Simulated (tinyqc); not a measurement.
Hopping conduction between localised states: one step, computed by the program tinyqc. Command: `OMP_NUM_THREADS=1 python tinyqc.py 3009857 3009858 out.jsonl hop walk`. One thread of a shared host (Intel(R) Xeon(R) Processor @ 2.30GHz), about 0.01 s of CPU time with the checks.

Energies are counted from the Fermi level. A small network shows the mechanism; the laws of an infinite system follow.

Question. Total conductivity. Mott: T_M = 21.2/(k_B g_0 xi^3), exponent (T_M/T)^(1/4), mean hop r = (3/8) xi times the exponent. Efros-Shklovskii: T_ES = 2.8 e^2/(4 pi eps eps_0 k_B xi), exponent (T_ES/T)^(1/2). Coulomb gap width g_0^(1/2) (e^2/(4 pi eps eps_0))^(3/2). The numerical coefficients come from percolation theory and are given. sigma = s_1 exp(-E_a/k_B T) + s_2 exp(-larger of the two exponents); reduced activation energy w = d ln(sigma)/d ln(T) by a central difference of +/- 1 %.

Inputs (values chosen for the exercise, for a model amorphous semiconductor):

| quantity | value | unit |
|---|---|---|
| localisation length xi | 0.6 | nm |
| density of states g_0 | 7e+19 | 1/(eV cm^3) |
| permittivity eps | 6.1 | - |
| activation energy E_a to extended states | 0.024 | eV |
| prefactor of activated conduction | 17 | S/cm |
| prefactor of hopping | 0.094 | S/cm |
| temperature T | 10 | K |

Dimension: 3D.

Constants: k_B = 8.617333262e-05 eV/K; e^2/(4 pi eps_0) = 14.39964548 eV angstrom.

Give: activated part; hopping part; conductivity; reduced activation energy w.

Answer.

activated part = 1.3645e-11 S/cm

hopping part = 2.7877e-17 S/cm

conductivity = 1.3645e-11 S/cm

reduced activation energy w = 27.853

Activation to extended states carries 100 %. For sigma = s exp(-(T_0/T)^p), w = p (T_0/T)^p, so the slope of ln w against ln T gives -p.
